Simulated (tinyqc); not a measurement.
Inside a calculation. Model: microkinetic model of low-temperature epitaxy from hydride gases: adsorption, hydrogen desorption and rate control. Computed by tinyqc, a small Python program that keeps every step. Command: `OMP_NUM_THREADS=1 python tinyqc.py 3017127 3017128 out.jsonl hepi walk`. One thread of a shared host (Intel(R) Xeon(R) Processor @ 2.30GHz), about 0.01 s of CPU time with the checks. Intermediate numbers are printed to about 6 digits and carried at full precision; extremes and crossings named in words are read from the listed rows.

Each hydride molecule needs two free sites and leaves four hydrogen atoms, of which two leave at once as H2; theta is the hydrogen coverage, the site density is 6.78 per nm^2 and one layer is 1.358 angstrom thick.

Inputs (values chosen for the exercise, close to those used for silane and germane on Si(001)):

| quantity | value | unit |
|---|---|---|
| silane pressure p_S | 0.24 | Pa |
| sticking prefactor of silane s0 | 0.012 | - |
| adsorption barrier E_s | 0.19 | eV |
| desorption prefactor nu_d | 7.6e+11 | 1/s |
| desorption energy on silicon E_d | 1.99 | eV |
| hydrogen carrier pressure p_H | 0 | Pa |
| sticking of hydrogen s_H | 2e-07 | - |
| temperature T | 590 | C |
| germane pressure p_G | 0.0027 | Pa |
| sticking ratio of germane to silane r_G | 5.8 | - |
| lowering of E_d per unit germanium fraction, dE | 0.43 | eV |

Film: silicon-germanium. Order of hydrogen desorption: first.

Constants: k_B = 8.617333262e-05 eV/K; u = 1.6605390666e-27 kg; k_B = 1.380649e-23 J/K.

## Rate constants

Flux per site F = p/(sqrt(2 pi M k_B T) x 6.78e18 per m^2), M = 32.12 u (silane), 76.63 u (germane), 2.016 u (hydrogen); s = s0 exp(-E_s/(k_B T)); k_S = s F_S, k_G = r_G s F_G; germanium fraction x = k_G/(k_S + k_G); k = k_S + k_G; k_H = s_H F_H; k_d = nu_d exp(-(E_d - dE x)/(k_B T)). Temperatures in kelvin are T(C) + 273.15.

k = 0.544590 1/s

germanium fraction x = 0.0405321

k_H = 0 1/s

k_d = 2.30847 1/s

## Coverage and growth rate

With k the hydride and k_H the hydrogen adsorption rate on free pairs and k_d the desorption rate, steady state: 2 (k + k_H)(1 - theta)^2 = k_d theta; growth rate R = k (1 - theta)^2 layers/s; 1 layer/s = 8.148 nm/min. With c = 2 (k + k_H)/k_d the free share is 1 - theta = 2/(1 + sqrt(1 + 4c)).

c = 0.471819

hydrogen coverage theta = 0.259039

growth rate R in layers = 0.298992 layers/s

growth rate G = 2.43619 nm/min

Adsorption and desorption share control.

## Degrees of rate control

X_i = d ln R/d ln k_i at fixed other constants. With f = 1 - theta and a = 2/f + 1/theta: d ln f/d ln k_d = 1/(a f), so X_d = 2/(a f), X_k = 1 - X_d k/(k + k_H), X_H = -X_d k_H/(k + k_H); they sum to 1.

X_d (desorption) = 0.411487

X_k (hydride adsorption) = 0.588513

X_H (hydrogen adsorption) = 0

## Two regimes over temperature

Limits: desorption-limited R = k_d k/(2 (k + k_H)), adsorption-limited R = k.

Growth:

| T (C) | theta | G (nm/min) | desorption limit (nm/min) | adsorption limit (nm/min) |
|---|---|---|---|---|
| 400 | 9.54590e-01 | 5.03839e-03 | 5.27807e-03 | 2.44332 |
| 450 | 8.72150e-01 | 4.83258e-02 | 5.54100e-02 | 2.95649 |
| 500 | 7.05202e-01 | 3.02652e-01 | 4.29170e-01 | 3.48251 |
| 550 | 4.56817e-01 | 1.18415e+00 | 2.59219e+00 | 4.01343 |
| 600 | 2.18009e-01 | 2.77797e+00 | 1.27424e+01 | 4.54281 |
| 650 | 8.11356e-02 | 4.27695e+00 | 5.27136e+01 | 5.06560 |
| 700 | 2.79648e-02 | 5.27031e+00 | 1.88462e+02 | 5.57792 |
| 750 | 1.00113e-02 | 5.95578e+00 | 5.94905e+02 | 6.07684 |
| 800 | 3.85845e-03 | 6.50975e+00 | 1.68714e+03 | 6.56028 |
| 850 | 1.60624e-03 | 7.00422e+00 | 4.36063e+03 | 7.02678 |

The apparent activation energy of G is 1.90 eV between the first rows and 0.15 eV between the last; full hydrogen cover gives a value near the desorption energy (plus E_s where k_H far exceeds k), a bare surface one near E_s less k_B T/2 from the flux. The coverage passes one half between 500 and 550 C, the knee of the Arrhenius plot.

Checks made by the program: steady coverage against time integration of d theta/dt (relative difference below 1e-10); degree of control against a finite difference (relative difference below 1e-10).
